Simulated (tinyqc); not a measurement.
Level against strength of the defect: Koster-Slater impurity in an sp3s* host.

sp3s* tight binding, nearest neighbours only: anion (a) at 0, cation (c) at a/4 (1,1,1), orbitals s, px, py, pz, s* on each; k in units of 2 pi/a. With phases e_j = exp(i (pi/2) k.n_j) for n = (1,1,1), (1,-1,-1), (-1,1,-1), (-1,-1,1): g0 = (e1+e2+e3+e4)/4, g1 = (e1+e2-e3-e4)/4, g2 = (e1-e2+e3-e4)/4, g3 = (e1-e2-e3+e4)/4. The diagonal holds the levels Esa, Epa, Exa (s*) and Esc, Epc, Exc. Anion-cation block: <sa|sc> = Vss g0; <sa|xc> = Vsapc g1; <xa|sc> = -Vscpa g1; <xa|xc> = Vxx g0; <xa|yc> = <ya|xc> = Vxy g3, <xa|zc> = <za|xc> = Vxy g2, <ya|zc> = <za|yc> = Vxy g1; <s*a|xc> = Vxapc g1; <xa|s*c> = -Vpaxc g1; y and z take g2 and g3 in place of g1; s-s* and s*-s* vanish.

A defect on an anion site (a) shifts the s level there by Vs or the three p levels by Vp and leaves the rest. A level in the gap solves 1/Vs = G_s(E) (symmetry A1) or 1/Vp = G_p(E) (T2, threefold), with G(E) = (1/N^3) sum over k and bands of w/(E - e), where w is the weight of the state on the s orbital of that site, or the mean weight on its px, py, pz. Mesh: k = f1 (-1,1,1) + f2 (1,-1,1) + f3 (1,1,-1), f = (j + 1/2)/N, j = 0 to N - 1. Energies from the top of the valence band at Gamma; the s* orbital of the site is left as it is. An infinite shift removes the s or p orbitals, the model of the ideal vacancy: G(E) = 0.

Parameters, chosen for this exercise (out of a larger set: near a published set for GaAs; not measured data): p = (-8.335, 1.04, -2.663, 3.681, 8.617, 6.755, -6.475, 1.948, 5.065, 4.474, 5.77, 4.828, 4.819) eV (order Esa, Epa, Esc, Epc, Exa, Exc, Vss, Vxx, Vxy, Vsapc, Vscpa, Vxapc, Vpaxc); N = 5 (mesh).

Eg (smallest gap of the host) = 1.56273 eV

A dash: no level in the gap from 0 to Eg. The last row is the ideal vacancy.

Levels (eV above the valence band):

| shift (eV) | A1 | T2 |
|---|---|---|
| -40 | 0.944 | - |
| -20 | 1.162 | - |
| -12 | 1.352 | - |
| -8 | 1.501 | - |
| -5 | - | - |
| -3 | - | - |
| +3 | - | - |
| +5 | - | 0.103 |
| +8 | - | 0.492 |
| +12 | - | 0.813 |
| +20 | - | 1.092 |
| +40 | 0.126 | 1.287 |
| vacancy | 0.619 | 1.452 |

A1: a level lies in the gap for the attractive shifts -8, -12, -20 and -40 eV and for the repulsive +40 eV; both branches tend to the vacancy level, 0.619 eV, which pins them. T2: no attractive shift listed puts a level in the gap, but a level lies there for the repulsive +5, +8, +12, +20 and +40 eV; the vacancy level lies at 1.452 eV. A level passes the edges where the shift equals 1/G, a value that is sensitive to the mesh there: on this one 1/G(0) = 33.2 and 1/G(Eg) = -6.6 eV for s, 4.2 and -46.6 eV for p.

Program tinyqc; command `OMP_NUM_THREADS=1 python tinyqc.py 1481193 1481194 out.jsonl`; about 0.09 s on one thread of a shared Intel(R) Xeon(R) Processor @ 2.30GHz.
